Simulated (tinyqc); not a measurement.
WKB tunnelling through a gate dielectric with a two-band (Franz) dispersion: one step. The integrals in closed form. Two cases, with inputs chosen for the exercise.

Question. Parabolic: (2/3) sqrt(m/c) (t/V) (phi^(3/2) - u_e^(3/2)). Franz: sqrt(m/c) Eg^(3/2) (t/V) (f(phi/Eg) - f(u_e/Eg)) with f(y) = ((2y - 1) sqrt(y (1 - y)) + arcsin(sqrt y))/4. u_e = max(phi - V, 0). T = exp(-2 I).

At depth x the conduction edge lies u(x) = phi - V x/t above the electron. Parabolic: kappa = sqrt(m u/c). Franz: kappa = sqrt(m u (1 - u/Eg)/c), which vanishes at both band edges. c = hbar^2/2m0. T = exp(-2 integral of kappa dx) over the region u > 0; no image force, no prefactor, zero transverse momentum. The region ends at x_e = min(t, phi t/V); x_e < t is the Fowler-Nordheim regime.

Constants: hbar^2/2m0 = 3.80998211 eV angstrom^2.

Give: integral of kappa dx; T.

Case 1.

Values chosen (of the size used for HfO2 on silicon; the results hold for these values, not for the real material): Eg = 5.82 eV (gap of the dielectric); phi = 1.49 eV (barrier above the electron energy at the emitter); m = 0.19 m0 (mass at the conduction edge); t = 15 angstrom (thickness); V = 1.7 V (voltage across the layer).

Answer.

integral of kappa dx: parabolic 2.3892, Franz 2.1963

T: parabolic 0.00841, Franz 0.0124

The two-band dispersion raises T by a factor 1.47.

Case 2.

Values chosen (of the size used for HfO2 on silicon; the results hold for these values, not for the real material): Eg = 6.08 eV (gap of the dielectric); phi = 1.42 eV (barrier above the electron energy at the emitter); m = 0.21 m0 (mass at the conduction edge); t = 20 angstrom (thickness); V = 1.5 V (voltage across the layer).

Answer.

integral of kappa dx: parabolic 3.5312, Franz 3.2724

T: parabolic 0.000857, Franz 0.00144

The two-band dispersion raises T by a factor 1.68.

Computed by tinyqc, one run a case: `OMP_NUM_THREADS=1 python tinyqc.py N N+1 out.jsonl` with N = 1452302, 1452631; one thread of a shared Intel(R) Xeon(R) Processor @ 2.30GHz, about 0.01 s a run at most.
